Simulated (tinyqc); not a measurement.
Worked calculation: X-ray reflectivity of a thin film on silicon: critical angles, Parratt recursion, fringes and roughness. Computed by tinyqc, a small Python program that keeps every step. Command: `OMP_NUM_THREADS=1 python tinyqc.py 3121539 3121540 out.jsonl xrr walk`. One thread of a shared host (Intel(R) Xeon(R) Processor @ 2.30GHz), about 0.01 s of CPU time with the checks. Intermediate numbers are printed to about 7 digits and carried at full precision; extremes and crossings named in words are read from the listed rows.

n = 1 - delta + i beta; the classical electron radius is r_e = 2.8179403e-6 nm. Layer 0 is vacuum, 1 the film, 2 the substrate.

Inputs (values chosen for the exercise, modelled on SiO2 on silicon, copper K-alpha radiation):

| quantity | value | unit |
|---|---|---|
| wavelength lambda | 0.15406 | nm |
| film density rho | 2.25 | g/cm^3 |
| effective electrons per unit mass, film | 0.494 | mol/g |
| beta/delta, film | 0.014 | - |
| film thickness d | 70.6 | nm |
| roughness of the surface sigma_1 | 0.68 | nm |
| roughness of the interface sigma_2 | 0.7 | nm |
| substrate density | 2.33 | g/cm^3 |
| effective electrons per unit mass, substrate | 0.507 | mol/g |
| beta/delta, substrate | 0.023 | - |
| grazing angle theta | 2.44 | degrees |

Constants: N_A = 6.02214076e+23 1/mol.

## Optical constants

delta = r_e lambda^2 rho_e/(2 pi), rho_e = density x electrons per mass x N_A; critical angle sqrt(2 delta), q_c = 4 sqrt(pi r_e rho_e).

Constants:

| layer | rho_e (1/nm^3) | delta | beta | critical angle (degrees) | q_c (1/nm) |
|---|---|---|---|---|---|
| film | 669.3609 | 7.125118e-06 | 9.975166e-08 | 0.2162886 | 0.3079151 |
| substrate | 711.4015 | 7.572626e-06 | 1.741704e-07 | 0.2229774 | 0.3174375 |

Film and substrate have nearly the same electron density, so the fringes are weak.

## Critical angle of the film

The formulas are those given above.

critical angle of the film = 0.2162886 degrees

## Reflectivity at one angle

k_j = (2 pi/lambda) sqrt(sin^2 theta - 2 delta_j + 2 i beta_j); r_ij = (k_i - k_j)/(k_i + k_j) x exp(-2 k_i k_j sigma^2) (Nevot-Croce); r = (r_01 + r_12 p)/(1 + r_01 r_12 p), p = exp(2 i k_1 d); R = |r|^2.

k_0, k_1, k_2 (1/nm): 1.736304  1.729465+0.000096i  1.729035+0.000168i

1000 r_01 = 0.1227831-0.0017447i

1000 r_12 = 0.006641885-0.001108608i

p = 0.6557448-0.7370683i

reflectivity R = 1.601136e-08

q = 4 pi sin(theta)/lambda = 3.472609 1/nm

## Fringe period, contrast and decay

Far above the critical angle the period is d theta = lambda/(2 d), or 2 pi/d in q; the envelope runs between (|r_01| - |r_12 p|)^2 and (|r_01| + |r_12 p|)^2; contrast = 2 a b/(a^2 + b^2) with a = |r_01|, b = |r_12 p|; roughness factors on the amplitudes are about exp(-q^2 sigma^2/2).

period in theta = 0.06251408 degrees

period in q = 0.08899696 1/nm

contrast = 0.1078831

roughness factor, surface = 0.06154148

roughness factor, interface = 0.05210688

## Thickness from the minima

Minima of R theta^4 are located on 6001 points over 7.5 periods, from 1.15 times the larger critical angle. With refraction, sin^2(theta_m) = 2 delta + m^2 (lambda/(2 d))^2, m integer or half-integer; the first six minima are used, and the first order is the one that minimises the largest residual of the least-squares line plus the distance of its intercept from 2 delta. Without refraction, d = lambda/(2 x mean step of sin theta).

Minima:

| order m | theta (degrees) | sin^2 theta |
|---|---|---|
| 2.5 | 0.2693176 | 2.209433e-05 |
| 3.5 | 0.3102643 | 2.932338e-05 |
| 4.5 | 0.3573061 | 3.888929e-05 |
| 5.5 | 0.4085677 | 5.084817e-05 |
| 6.5 | 0.4626423 | 6.519827e-05 |
| 7.5 | 0.5186706 | 8.194569e-05 |

d with refraction = 70.41887 nm

d without refraction = 88.50107 nm

Against d = 70.6 nm the errors are -0.26 % with and +25.36 % without refraction. The orders are half-integers, as r_01 and r_12 have the same sign for a film less dense than the substrate.

## Which roughness does what

R is averaged over one period above each angle (64 points); contrast = (max - min)/(max + min) of R theta^4 over that period. Cases: smooth; only sigma_1; only sigma_2; both.

Mean R and contrast:

| theta (degrees) | R smooth | contrast | R, sigma_1 | contrast, sigma_1 | R, sigma_2 | contrast, sigma_2 | R, both | contrast, both |
|---|---|---|---|---|---|---|---|---|
| 0.8 | 3.085735e-04 | 0.1237429 | 1.656408e-04 | 0.1467742 | 3.083714e-04 | 8.974639e-02 | 1.653897e-04 | 0.1017911 |
| 1.2 | 6.218684e-05 | 0.1262379 | 1.571143e-05 | 0.2826107 | 6.189489e-05 | 6.199864e-02 | 1.545383e-05 | 0.1594152 |
| 1.8 | 1.241970e-05 | 0.1256927 | 6.001363e-07 | 0.5992713 | 1.237375e-05 | 2.419788e-02 | 5.519624e-07 | 0.1733249 |
| 2.5 | 3.385693e-06 | 0.1256192 | 2.280981e-08 | 0.9698627 | 3.366331e-06 | 5.502315e-03 | 8.673155e-09 | 0.1889631 |
| 3.5 | 8.907794e-07 | 0.1257933 | 3.560444e-09 | 0.0945462 | 8.860846e-07 | 2.827421e-04 | 7.895756e-12 | 0.2151879 |

At 2.5 degrees sigma_1 alone multiplies the mean R by 0.0067 and sigma_2 alone by 0.99; the contrast goes from 0.13 (smooth) to 0.97 and 0.01.

Checks made by the program: smooth bare substrate far above q_c against (q_c/2q)^4 (relative difference 1e-03).
